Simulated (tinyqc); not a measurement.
Jacobi rotations on a symmetric matrix, step by step. One step of it, computed by the program tinyqc.

Problem. Jacobi rotation 3. Take the largest off-diagonal element A_pq; tan 2 theta = 2 A_pq / (A_qq - A_pp) with |theta| <= pi/4; A' = J^T A J with J_pp = J_qq = cos, J_pq = sin, J_qp = -sin.

A':
```
          1          2          3
1  0.584821   0.000000   0.088069
2  0.000000   1.462421  -0.016903
3  0.088069  -0.016903   1.860758
```

Give: p, q, theta; A'.

Solution.

p, q, theta (rad): 1.0000  3.0000  0.0686

A':
```
        1        2        3
1  0.5788   0.0012   0.0000
2  0.0012   1.4624  -0.0169
3  0.0000  -0.0169   1.8668
```
